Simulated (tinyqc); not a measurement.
p-n diode with diffusion and depletion-layer recombination: two steps of the calculation.

Abrupt junction in the depletion approximation, low injection, full ionisation, neutral widths fixed, ohmic contact on the p side. Vj is the junction voltage; where a series resistance Rs is given, V = Vj + J Rs is the terminal voltage.

Inputs (values chosen for the exercise); band and dielectric values those of a made-up semiconductor:
```
symbol,value,unit,meaning
T,325,K,temperature
Eg,1.18,eV,band gap
eps_r,11.5,,relative permittivity
Nc,2.94e19,cm^-3,conduction-band density of states at T
Nv,3.21e19,cm^-3,valence-band density of states at T
Na,5.2e17,cm^-3,acceptor density
Nd,1.6e15,cm^-3,donor density
mun,470,cm^2/(V s),electron mobility in the p side
mup,630,cm^2/(V s),hole mobility in the n side
tn,2e-9,s,electron lifetime
tp,6e-6,s,hole lifetime
wp,0.49,um,neutral width of the p side
wn,18,um,neutral width of the n side
Sp,1e7,cm/s,recombination velocity at the n contact
Et,0.12,eV,trap level above the intrinsic level
Vj,0.52,V,junction voltage at which recombination is evaluated
```

Constants: q = 1.602176634e-19 C, kB = 1.380649e-23 J/K, Vt = kB T/q, eps0 = 8.8541878128e-14 F/cm where lengths are in cm. Results are converted to the units shown.

Task 1. Diffusion lengths and saturation currents. ni = sqrt(Nc Nv) exp(-Eg/(2 Vt)), Eg in volts; D = mu Vt; Ln = sqrt(Dn tn), Lp = sqrt(Dp tp); J0n = q ni^2 Dn coth(wp/Ln)/(Ln Na); J0p = (q ni^2 Dp/(Lp Nd)) (s + tanh(wn/Lp))/(1 + s tanh(wn/Lp)), s = Sp Lp/Dp.

Find: ni; Ln; Lp; J0n; J0p.

Result 1.

ni = 2.1792e10 cm^-3
Ln = 1.6225 um
Lp = 102.89 um
J0n = 4.0493e-11 A/cm^2
J0p = 4.7041e-10 A/cm^2

wp/Ln = 0.30 and wn/Lp = 0.17; holes carry 92.1 % of the diffusion current.

Task 2. Recombination in the depleted layer. ni = sqrt(Nc Nv) exp(-Eg/(2 Vt)), Eg in volts. Vbi = Vt ln(Na Nd/ni^2), W = sqrt(2 eps0 eps_r (Vbi - Vj)(1/Na + 1/Nd)/q), xp = W Nd/(Na + Nd), xn = W Na/(Na + Nd); u(x) = q Na (x + xp)^2/(2 eps0 eps_r) for x < 0 and Vbi - Vj - q Nd (xn - x)^2/(2 eps0 eps_r) for x > 0; p = Na exp(-u/Vt), n = Nd exp((u - Vbi + Vj)/Vt); U = ni^2 (exp(Vj/Vt) - 1)/(tp (n + ni exp(Et/Vt)) + tn (p + ni exp(-Et/Vt))); J_scr = q times the integral of U from -xp to xn. Trapezoid rule on 13 equal steps.

Give: W; x; u; n; p; U; J_scr.

Result 2.

W = 463.5 nm

```
point,x (nm),u (V),n (cm^-3),p (cm^-3),U (cm^-3 s^-1)
0,-1.4,0.0000,1.057e11,5.200e17,5.236e19
1,34.2,0.0392,4.281e11,1.284e17,2.045e20
2,69.9,0.0760,1.593e12,3.452e16,6.242e20
3,105.5,0.1096,5.287e12,1.040e16,8.867e20
4,141.2,0.1400,1.565e13,3.513e15,4.979e20
5,176.8,0.1672,4.134e13,1.330e15,2.113e20
6,212.5,0.1912,9.738e13,5.646e14,9.242e19
7,248.1,0.2120,2.046e14,2.687e14,4.442e19
8,283.8,0.2296,3.836e14,1.433e14,2.379e19
9,319.4,0.2440,6.415e14,8.571e13,1.425e19
10,355.1,0.2552,9.568e14,5.746e13,9.561e18
11,390.7,0.2631,1.273e15,4.319e13,7.189e18
12,426.4,0.2679,1.511e15,3.638e13,6.058e18
13,462.0,0.2695,1.600e15,3.436e13,5.722e18
```

J_scr = 0.001514 A/cm^2

Numbers from tinyqc (`OMP_NUM_THREADS=1 python tinyqc.py 2260126 2260127 out.jsonl`; about 0.01 s on one thread of a shared Intel Xeon 2.30GHz).
